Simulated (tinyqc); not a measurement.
Q-state Potts model on a small periodic square lattice: enumeration, Metropolis, heat-bath and Wolff steps: one step, computed by the program tinyqc. Command: `OMP_NUM_THREADS=1 python tinyqc.py 3112325 3112326 out.jsonl potts walk`. One thread of a shared host (Intel(R) Xeon(R) Processor @ 2.30GHz), about 0.07 s of CPU time with the checks.

E = -J x (number of nearest-neighbour bonds with equal states); n x n sites with periodic edges have 2 n^2 bonds. Order parameter m = (q f - 1)/(q - 1), f being the largest share of one state. Sites are numbered row by row from 0. Here q = 2 and n = 4.

Task: Scales. K = J/(k_B T); the infinite square lattice orders at K_c = ln(1 + sqrt(q)); Wolff bond probability p = 1 - exp(-K).

Inputs (values chosen for the exercise, for a model of domains or grain orientations): number of states q = 2; coupling J = 55 meV; temperature T = 810 K.

Constants: k_B = 8.617333262e-05 eV/K.

Give: K; K_c; T_c of the infinite lattice; p.

Result:

K = 0.78796

K_c = 0.88137

T_c of the infinite lattice = 724.15 K

p = 0.54523
